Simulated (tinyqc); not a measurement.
MOS structure on a p-type body with a surface-enhanced doping, non-linear Poisson equation by Newton steps: effect of the extra acceptor density at the surface on threshold, swing and body effect.

One dimension, insulator interface at x = 0, acceptor density Na + N0 exp(-x/Ls), net doping C = -(acceptor density). psi is counted from the intrinsic level: n = ni exp((psi - Vb)/Vt), p = ni exp(-psi/Vt); deep in the body psi_b = -Vt ln(Na/ni). The gate acts through Cox = eps0 eox/tox and has the potential psi_G = Vg - (phiM - chi - Vt ln(Nc/ni)). Boltzmann statistics, full ionisation, classical densities, no oxide or interface charge. Acceptors in real wide-gap material are deep and only partly ionised in the neutral body.

ni = sqrt(Nc Nv) exp(-Eg/(2 Vt)), Eg in volts. The Poisson equation d/dx(eps0 eps_r dpsi/dx) = -q (p - n + C), with eps0 eps_r dpsi/dx = -Cox (psi_G - psi_0) at x = 0, is solved on a mesh of about 600 nodes or more. N_inv is the integral of n less its value deep in the body. VT is the Vg at which N_inv = 2e11 cm^-2. m = 1/(dpsi_0/dVg) at N_inv = 1e8 cm^-2; the swing is the Vg between N_inv = 1e8 and 1e9 cm^-2; body coefficient [VT(Vb + 0.05 V) - VT(Vb)]/0.05 V - 1.

Values chosen for this exercise; band and dielectric values close to those of 4H silicon carbide:

| symbol | value | unit | meaning |
|---|---|---|---|
| T | 250 | K | temperature |
| Eg | 3.3 | eV | band gap |
| eps_r | 9.69 |  | relative permittivity |
| Nc | 1.31e19 | cm^-3 | conduction-band density of states at T |
| Nv | 1.92e19 | cm^-3 | valence-band density of states at T |
| chi | 3.55 | eV | electron affinity |
| Na | 6.4e16 | cm^-3 | acceptor density deep in the body |
| eox | 3.9 |  | relative permittivity of the gate insulator (close to silicon dioxide) |
| tox | 6.3 | nm | insulator thickness |
| phiM | 3.62 | eV | gate work function |
| Vb | 1.2 | V | electron quasi-Fermi potential against the body |
| Ls | 88 | nm | decay length |

Constants: q = 1.602176634e-19 C, kB = 1.380649e-23 J/K, Vt = kB T/q, eps0 = 8.8541878128e-14 F/cm where lengths are in cm. Results are converted to the units shown.

Results:

| N0 (cm^-3) | VT (V) | psi_0 - psi_b at VT (V) | m - 1 | swing (mV/decade) | body coefficient |
|---|---|---|---|---|---|
| 6e16 | 1.91 | 4.35 | 0.0660 | 53.2 | 0.0653 |
| 8.8e16 | 1.96 | 4.35 | 0.0687 | 53.3 | 0.0678 |
| 1.3e17 | 2.03 | 4.35 | 0.0731 | 53.5 | 0.0719 |
| 1.9e17 | 2.13 | 4.36 | 0.0799 | 53.9 | 0.0784 |
| 2.8e17 | 2.27 | 4.36 | 0.0912 | 54.4 | 0.0891 |
| 6e17 | 2.70 | 4.37 | 0.133 | 56.5 | 0.130 |

Estimate the missing row, N0 = 4.1e17 cm^-3.

Computed row:

| N0 (cm^-3) | VT (V) | psi_0 - psi_b at VT (V) | m - 1 | swing (mV/decade) | body coefficient |
|---|---|---|---|---|---|
| 4.1e17 | 2.46 | 4.36 | 0.108 | 55.3 | 0.106 |

With this row back in the table: As N0 goes from 6e16 to 6e17, VT rises from 1.91 to 2.70 V, the swing rises from 53.2 to 56.5 mV/decade and the body coefficient rises from 0.0653 to 0.130. The swing stays within 0.59 % of m Vt ln 10, and the body coefficient within 0.0033 of m - 1.

Numbers from tinyqc (`OMP_NUM_THREADS=1 python tinyqc.py 2080065 2080066 out.jsonl`; about 0.7 s on one thread of a shared Intel Xeon 2.30GHz).
